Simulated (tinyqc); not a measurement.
## Inductance and parasitic capacitance from two readings

Question. A loss-free coil L in parallel with C shows the apparent inductance L/(1 - w^2 L C), w = 2 pi f. Find L, C and the self-resonance 1/(2 pi sqrt(L C)).

apparent inductance at 2.2 and 4.6 GHz (nH): [6.2936973, 12.258720]

Answer. The inverse of the reading is 1/L - w^2 C, a straight line in w^2.

L = 5.50 nH
C = 120 fF
self-resonance = 6.20 GHz

Computed by the program tinyqc: `OMP_NUM_THREADS=1 python tinyqc.py 2302096 2302097 out.jsonl`, one thread of a shared Intel Xeon 2.30GHz, about 0.01 s for the whole run.
